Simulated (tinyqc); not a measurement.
Comparisons within one model: two-band massive Dirac model of the K valleys. A value that a table varies takes the place of the one given here.

Basis (conduction, valence): H = [[D/2, a t (tau kx - i ky)], [a t (tau kx + i ky), -D/2 + lam tau sz]], valley tau = +/-1, spin sz = +/-1. The gap of a spin and valley is G = D - lam tau sz. Berry curvature Omega = curl of i<u|grad u>; for the conduction band Omega_c = -tau 2 a^2 t^2 G/(G^2 + 4 a^2 t^2 k^2)^(3/2), and Omega_v = -Omega_c.

Constants: hbar^2/2m0 = 3.80998211 eV angstrom^2.

Values chosen for the exercise (near those used for monolayer WSe2; shifted at random, so the results belong to these values and not to a real crystal):
```
symbol  value  unit      meaning
a       3.303  angstrom  lattice constant
D       1.48   eV        gap parameter
t       1.28   eV        effective hopping
lam     0.264  eV        half the valence spin splitting
```

## Away from the valley

Flavour tau = +1, sz = +1. Parabolic transition energy G + 2 a^2 t^2 k^2/G; degree of circular polarisation eta = 2 cos(theta)/(1 + cos^2(theta)). The last column is the Berry flux of the conduction band inside |k|, over 2 pi: -(1 - cos(theta))/2, cos(theta) = G/(transition energy).

Along |k|:
```
|k| (1/angstrom)  transition (eV)  parabolic (eV)  Omega_c (angstrom^2)     eta  flux/2 pi
0.000                      1.2160          1.2160               -24.177  1.0000     0.0000
0.025                      1.2342          1.2344               -23.121  0.9999    -0.0074
0.050                      1.2874          1.2895               -20.373  0.9984    -0.0277
0.075                      1.3714          1.3814               -16.853  0.9928    -0.0567
0.100                      1.4811          1.5100               -13.380  0.9809    -0.0895
0.150                      1.7571          1.8775                -8.013  0.9359    -0.1540
0.200                      2.0829          2.3920                -4.810  0.8708    -0.2081
0.300                      2.8131          3.8619                -1.953  0.7284    -0.2839
```

The curvature halves at |k| = 0.110 1/angstrom, where 2 a t k = 0.766 G. At 0.3 the parabola is 1049 meV too high, eta has fallen only to 0.728, and the flux has reached -0.284 of the -1/2 that a whole cone holds. The real bands leave this model beyond about 0.1 to 0.2 1/angstrom, where trigonal warping and other bands enter.

## Hole doping of the spin-split valence bands

The Fermi level lies E below the top of the valence band. kF for the upper and lower band of valley +1 from the two-band energy; each flavour holds kF^2/(4 pi) holes per area and both valleys count. Spin polarisation within one valley; Berry flux removed from valley +1, the sum of (1 - cos(theta_F))/2 with cos(theta_F) = G/sqrt(G^2 + 4 a^2 t^2 kF^2), in units of 2 pi.

Holes:
```
E (meV)  kF upper (1/angstrom)  kF lower  p (1e12/cm^2)  spin polarisation in a valley  flux/2 pi
66.0                    0.0688    0.0000           7.53                          1.000     0.0490
132.0                   0.0998    0.0000          15.84                          1.000     0.0892
264.0                   0.1478    0.0000          34.79                          1.000     0.1514
396.0                   0.1890    0.0000          56.84                          1.000     0.1972
501.6                   0.2195    0.0000          76.71                          1.000     0.2260
580.8                   0.2416    0.0729         101.37                          0.833     0.2728
792.0                   0.2983    0.1722         188.80                          0.500     0.3991
1056.0                  0.3664    0.2591         320.44                          0.333     0.5059
```

Up to E = 2 lam = 528 meV, a density of 82.0e12/cm^2, only the upper band of this model is emptied and each valley is fully spin-polarised, oppositely in the two. Beyond it the polarisation falls, to 0.33 in the last row. The flux, times e^2/h, is in size the change of the Hall conductivity of one valley; the other valley cancels it in the charge current. Rows with kF above about 0.2 1/angstrom lie beyond the range of the model, and in real layers the valley at Gamma, close below in MoS2 and WS2, can take holes as well.

## What each parameter does

Flavour tau = sz = +1 at k = 0: gap G, mass c G/(a t)^2 with c = hbar^2/2m0, Omega_c, and the B - A splitting 2 lam. Each row changes one parameter from the base and keeps the others.

Results:
```
case                 G (eV)  mass (m0)  Omega_c (angstrom^2)  B - A (eV)
base                 1.2160     0.2592               -24.177      0.5280
a = 3.3691 angstrom  1.2160     0.2491               -25.154      0.5280
D = 1.332 eV         1.0680     0.2276               -31.342      0.5280
t = 1.408 eV         1.2160     0.2142               -29.254      0.5280
lam = 0.396 eV       1.0840     0.2311               -30.423      0.7920
```

The largest shifts from the base row, up to three for each result and ties (the steps differ in size, so this ranks the rows, not the parameters). G (eV): D -0.1480, lam -0.1320; unchanged at the printed digits by a and t. mass (m0): t -0.0450, D -0.0315, lam -0.0281. Omega_c (angstrom^2): D -7.165, lam -6.247, t -5.077. B - A (eV): lam +0.2640; unchanged at the printed digits by a, D and t. The mass goes as G/(a t)^2 and the curvature as (a t)^2/G^2, so their product is -2c/G.

(tinyqc, `OMP_NUM_THREADS=1 python tinyqc.py 1452444 1452445 out.jsonl`, Intel(R) Xeon(R) Processor @ 2.30GHz, 1 thread, shared host, about 0.01 s.)
